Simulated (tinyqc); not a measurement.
## Ferroelectric switching by domains, Kolmogorov-Avrami-Ishibashi kinetics with Merz's law: effect of the pulse voltage

A film poled to -Ps gets a pulse V of length t. Field E = V/d, characteristic time tau = t0 exp(Ea/E). The switched share is f = 1 - exp(-(t/tau)^m). P = Ps (2 f - 1).

t10, t50 and t90 are the pulse lengths for f = 0.1, 0.5 and 0.9; f is taken at tp.

Values chosen for this exercise:
- t0 = 1.3 ns (time prefactor)
- Ea = 11000 kV/cm (activation field)
- d = 5 nm (film thickness)
- m = 1.5 (Avrami exponent)
- tp = 5000 ns (pulse length)

Result of one run:

| V (V) | tau (ns) | t10 (ns) | t50 (ns) | t90 (ns) | f at tp |
|---|---|---|---|---|---|
| 0.74 | 2197 | 490.1 | 1721 | 3831 | 0.9677 |

What becomes of these results when the pulse voltage V is changed from 0.74 to 0.51 V, all else the same?

Result of the changed run:

| V (V) | tau (ns) | t10 (ns) | t50 (ns) | t90 (ns) | f at tp |
|---|---|---|---|---|---|
| 0.51 | 6.274e4 | 1.399e4 | 4.914e4 | 1.094e5 | 0.02225 |

The whole series:

| V (V) | tau (ns) | t10 (ns) | t50 (ns) | t90 (ns) | f at tp |
|---|---|---|---|---|---|
| 0.35 | 8.681e6 | 1.937e6 | 6.799e6 | 1.514e7 | 1.382e-5 |
| 0.43 | 4.665e5 | 1.041e5 | 3.654e5 | 8.135e5 | 0.001109 |
| 0.51 | 6.274e4 | 1.399e4 | 4.914e4 | 1.094e5 | 0.02225 |
| 0.61 | 1.071e4 | 2389 | 8387 | 1.867e4 | 0.2732 |
| 0.74 | 2197 | 490.1 | 1721 | 3831 | 0.9677 |
| 0.89 | 627.7 | 140.0 | 491.7 | 1095 | 1.000 |
| 1.1 | 192.9 | 43.04 | 151.1 | 336.4 | 1.000 |
| 1.3 | 89.40 | 19.94 | 70.02 | 155.9 | 1.000 |

As V goes from 0.35 to 1.3 V, t50 falls from 6.80e6 to 70.0 ns and f at tp rises from 1.38e-5 to 1.00; t90/t10 stays at 7.82, since only tau changes. At half the voltage of the last row tau would be 68.8 times longer.

Program tinyqc, `OMP_NUM_THREADS=1 python tinyqc.py 2860028 2860029 out.jsonl`; Intel Xeon 2.30GHz, shared host, one thread, about 0.01 s.
